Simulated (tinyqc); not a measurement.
# Capacitances against the line height

Endless row of lines of width wl, height tl and space sl between grounded planes at distance hd; e2 fills the gaps beside the lines, e1 the rest. Laplace's equation is solved on meshes of 3, 6 and 12 steps per unit u and extrapolated (Aitken), which is good to about 0.2 %. C_even (all lines at 1 V) is the capacitance Cg to the planes; C_odd (neighbours in antiphase) = Cg + 4 Cc if only nearest neighbours couple, which defines Cc; total with quiet neighbours Cg + 2 Cc. Plate values 2 eps0 e1 wl/hd and eps0 e2 tl/sl.

Inputs (values chosen for the exercise): relative permittivity above and below the lines e1 = 4.2; relative permittivity between the lines e2 = 2.7; line width, in units u wl = 6 u; space between lines sl = 8 u; distance to each plane hd = 6 u.

Constants: eps0 = 8.8541878128e-12 F/m. Results are converted to the units shown.

The same in every row: plate Cg (aF/um) = 74.4.

Results:
```
tl (u),Cg (aF/um),Cc (aF/um),Cg + 2 Cc (aF/um),C_odd (aF/um),plate Cc (aF/um),"share of coupling, 2 Cc/(Cg + 2 Cc) (%)"
2,140,10.5,161,182,5.98,13.0
4,145,15.5,176,207,12.0,17.7
8,148,26.8,202,255,23.9,26.6
12,149,38.5,226,303,35.9,34.1
16,149,50.5,250,351,47.8,40.4
```

Estimate the missing row, tl = 6 u.

Computed row:
```
tl (u),Cg (aF/um),Cc (aF/um),Cg + 2 Cc (aF/um),C_odd (aF/um),plate Cc (aF/um),"share of coupling, 2 Cc/(Cg + 2 Cc) (%)"
6,147,21.0,189,231,17.9,22.2
```

With this row back in the table: As tl goes from 2 to 16, Cg rises from 140 to 149 aF/um, Cc rises from 10.5 to 50.5 aF/um and the share of coupling rises from 13.0 to 40.4 %. Cg is 1.89 times its plate value in the first row and 2.00 times in the last; for Cc the ratios are 1.75 and 1.06. Neighbours in antiphase raise the load by a factor of 1.13 and 1.40 over quiet ones.

Numbers from tinyqc (`OMP_NUM_THREADS=1 python tinyqc.py 2790228 2790229 out.jsonl`; about 1 s on one thread of a shared Intel Xeon 2.30GHz).
